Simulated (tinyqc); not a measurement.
Inside a calculation. Method: Hueckel theory of the pi electrons, for the molecule [CH2]c1ccccc1 (SMILES; centres numbered as the heavy atoms are written). Computed by tinyqc, a small Python program that keeps every step. Settings: charge = 0. Command: `OMP_NUM_THREADS=1 python tinyqc.py 31944 31945 out.jsonl` (the two numbers bound the seeds that draw the settings). One thread of a shared host (Intel(R) Xeon(R) Processor @ 2.60GHz), about 0.01 s of CPU time with the checks.

## The Hueckel matrix

Centres:
```
centre,"z_r, pi electrons of the neutral centre",h
1C,1,0.00000
2C,1,0.00000
3C,1,0.00000
4C,1,0.00000
5C,1,0.00000
6C,1,0.00000
7C,1,0.00000
```

Bonds:
```
i,j,k
1,2,1
2,3,1
3,4,1
4,5,1
5,6,1
6,7,1
7,2,1
```

H_rr = alpha + h_r beta, H_rs = k_rs beta for bonded centres.

Hueckel matrix in units of beta (H = alpha + beta A):
```
,1C,2C,3C,4C,5C,6C,7C
1C,0.00000,1.00000,0.00000,0.00000,0.00000,0.00000,0.00000
2C,1.00000,0.00000,1.00000,0.00000,0.00000,0.00000,1.00000
3C,0.00000,1.00000,0.00000,1.00000,0.00000,0.00000,0.00000
4C,0.00000,0.00000,1.00000,0.00000,1.00000,0.00000,0.00000
5C,0.00000,0.00000,0.00000,1.00000,0.00000,1.00000,0.00000
6C,0.00000,0.00000,0.00000,0.00000,1.00000,0.00000,1.00000
7C,0.00000,1.00000,0.00000,0.00000,0.00000,1.00000,0.00000
```

## Orbitals

pi electrons, sum of z_r less the charge = 7

Diagonalise; E = alpha + x beta with beta < 0, so the largest x are filled first; degenerate levels share their electrons. P = sum n_i c_ri c_si; each orbital has its largest coefficient positive (the first on a tie).

x values: 2.10100  1.25928  1.00000  0.00000  -1.00000  -1.25928  -2.10100

occupations: 2.00000  2.00000  2.00000  1.00000  0.00000  0.00000  0.00000

coefficients:
```
,MO1,MO2,MO3,MO4,MO5,MO6,MO7
1C,0.23798,-0.39705,0.00000,0.75593,0.00000,-0.39705,-0.23798
2C,0.50000,-0.50000,0.00000,0.00000,0.00000,0.50000,0.50000
3C,0.40626,-0.11629,0.50000,-0.37796,0.50000,-0.11629,-0.40626
4C,0.35355,0.35355,0.50000,0.00000,-0.50000,-0.35355,0.35355
5C,0.33656,0.56152,0.00000,0.37796,0.00000,0.56152,-0.33656
6C,0.35355,0.35355,-0.50000,0.00000,0.50000,-0.35355,0.35355
7C,0.40626,-0.11629,-0.50000,-0.37796,-0.50000,-0.11629,-0.40626
```

charge and bond-order matrix P:
```
,1C,2C,3C,4C,5C,6C,7C
1C,1.00000,0.63503,0.00000,-0.11248,0.00000,-0.11248,0.00000
2C,0.63503,1.00000,0.52255,0.00000,-0.22496,0.00000,0.52255
3C,0.00000,0.52255,1.00000,0.70504,0.00000,-0.29496,0.00000
4C,-0.11248,0.00000,0.70504,1.00000,0.63503,0.00000,-0.29496
5C,0.00000,-0.22496,0.00000,0.63503,1.00000,0.63503,0.00000
6C,-0.11248,0.00000,-0.29496,0.00000,0.63503,1.00000,0.70504
7C,0.00000,0.52255,0.00000,-0.29496,0.00000,0.70504,1.00000
```

## Energy, charges, bond orders

E = sum n x; q_r = z_r - P_rr; bond order p = P_rs; free valence = sqrt(3) - sum of p over the bonds of the atom.

pi energy = 7 alpha + this times beta = 8.72057

pi charges: 1C 0.00000, 2C 0.00000, 3C 0.00000, 4C 0.00000, 5C 0.00000, 6C 0.00000, 7C 0.00000

Bond orders and lengths from R = 1.517 - 0.180 p (angstrom, C-C alone):
```
bond,p,R
1-2,0.63503,1.40269
2-3,0.52255,1.42294
3-4,0.70504,1.39009
4-5,0.63503,1.40269
5-6,0.63503,1.40269
6-7,0.70504,1.39009
7-2,0.52255,1.42294
```

free valence of the carbons: 1C 1.09702, 2C 0.05191, 3C 0.50446, 4C 0.39198, 5C 0.46198, 6C 0.39198, 7C 0.50446

gap between the highest filled and the next level = 1.00000 |beta|
